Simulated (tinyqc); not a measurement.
Transfer-length model of a contact: one step of the calculation.

A metal contact of length d and width W on a thin layer of the same width. The metal has no resistance, the sheet resistance under it equals Rsh, and current enters the layer at the front edge x = 0.

Task. Transfer length. A = Lt coth(d/Lt) is solved for Lt, starting from Lt = A. Lt(new) = sqrt(Lt A tanh(d/Lt)), the geometric mean of the old value and the plain step.

Inputs (values chosen for the exercise):
- d = 0.016 um (contact length)

A = 0.051085386 um
Lt after iteration 1 = 0.028136246 um

Find: Lt after iteration 2.

Result.

Lt after iteration 2 = 0.027191 um

Program tinyqc, `OMP_NUM_THREADS=1 python tinyqc.py 2760096 2760097 out.jsonl`; Intel Xeon 2.30GHz, shared host, one thread, about 0.01 s.
